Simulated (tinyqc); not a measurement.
Depth of the trap: trap in a gate oxide as a short-range spherical well.

Energies from the conduction edge of the channel. The trap level at depth x is E_T = dEc - Et - e Fox x (1 MV/cm = 0.01 eV/angstrom). An electron at the channel edge tunnels with the WKB exponent S = (4/3) sqrt(m/c) [dEc^(3/2) - (dEc - e Fox x)^(3/2)]/(e Fox), c = hbar^2/2m0; tau = t0 exp(S); the occupation is f = 1/(1 + exp((E_T - EF)/kB T)), tau_c = tau/f and tau_e = tau/(1 - f). Lattice relaxation is left out; a level below the channel edge needs phonons as well, so tau is then a lower bound, while a level above it can also empty elastically at its own energy, through a thinner barrier, faster than this tau.

Constants: hbar^2/2m0 = 3.80998211 eV angstrom^2; kB = 8.617333262e-05 eV/K.

Inputs chosen for the exercise (near those of SiO2 on 4H SiC; not measured data): dEc = 2.69 eV (conduction offset to the channel); m = 0.43 m0 (mass); Fox = 3.8 MV/cm (oxide field, lowering levels away from the channel); t0 = 12 x 1e-11 s (time constant at the interface); T = 200 K (temperature); EF = -0.1 eV (Fermi level above the channel edge); ds = (2, 4, 7, 10, 14, 19) angstrom (depths).

Et = 2.04790 eV

Each depth has its own level and time; the corner frequency is 1/(2 pi tau).

Results:
```
x (angstrom)  E_T (eV)      S  tau (s)  corner (Hz)      f
2                0.566   2.19  1.1e-09      1.5e+08  0.000
4                0.490   4.35  9.3e-09      1.7e+07  0.000
7                0.376   7.52  2.2e-07      7.2e+05  0.000
10               0.262  10.62  4.9e-06      3.2e+04  0.000
14               0.110  14.64  0.00027      5.8e+02  0.000
19              -0.080  19.46    0.034          4.7  0.238
```

What does the comparison show?

tau spans 7.5 decades, one decade for each 2.14 angstrom at the start and 2.39 at the end, where the field has thinned the barrier. Traps spread evenly in depth are thus spread nearly evenly in ln tau; if levels near EF exist at every depth, this sums to 1/f noise and to charging that grows as ln t. With the single Et of this table only depths where f is neither 0 nor 1 contribute. The level stays above EF at all these depths.

Run: tinyqc, `OMP_NUM_THREADS=1 python tinyqc.py 1281464 1281465 out.jsonl`; Intel(R) Xeon(R) Processor @ 2.30GHz, one thread, shared host; about 0.01 s of CPU time with all checks.
